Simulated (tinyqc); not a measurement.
Moment against band filling: Stoner model of a band ferromagnet.

Density of states per atom and spin: triangular, D(e) = (4 M/W^2) (W/2 - |e|). Levels e -/+ I m/2 for up and down spin, m = n_up - n_down, n_up + n_down = nd. At zero temperature e(N) is the energy below which N states lie, and E(m) = sum over spins of integral e D de - I m^2/4.

Values chosen for the exercise:

| symbol | value | unit | meaning |
|---|---|---|---|
| W | 5.5 | eV | band width, e from -W/2 to W/2 |
| M | 5 |  | states per atom and spin |
| I | 1.1 | eV | Stoner parameter |

Rigid band, I fixed: a Slater-Pauling curve.

Results:

| nd | I D(EF) | m (muB) | m_max |
|---|---|---|---|
| 3.0 | 1.549 | 3.000 | 3.0 |
| 4.0 | 1.789 | 4.000 | 4.0 |
| 5.0 | 2.000 | 5.000 | 5.0 |
| 6.0 | 1.789 | 4.000 | 4.0 |
| 6.5 | 1.673 | 3.500 | 3.5 |
| 7.0 | 1.549 | 3.000 | 3.0 |
| 7.5 | 1.414 | 2.500 | 2.5 |
| 8.0 | 1.265 | 1.936 | 2.0 |
| 8.5 | 1.095 | 1.118 | 1.5 |
| 9.0 | 0.894 | 0.000 | 1.0 |
| 9.5 | 0.632 | 0.000 | 0.5 |

Magnetic fillings among those listed: 3.0, 4.0, 5.0, 6.0, 6.5, 7.0, 7.5, 8.0 and 8.5; the largest moment is 5.00 at nd = 5. At 3.0, 4.0, 5.0, 6.0, 6.5, 7.0 and 7.5 the moment is saturated and follows m_max, changing by one per electron.

tinyqc: `OMP_NUM_THREADS=1 python tinyqc.py 1681925 1681926 out.jsonl`; about 0.2 s, one thread, shared Intel(R) Xeon(R) Processor @ 2.30GHz.
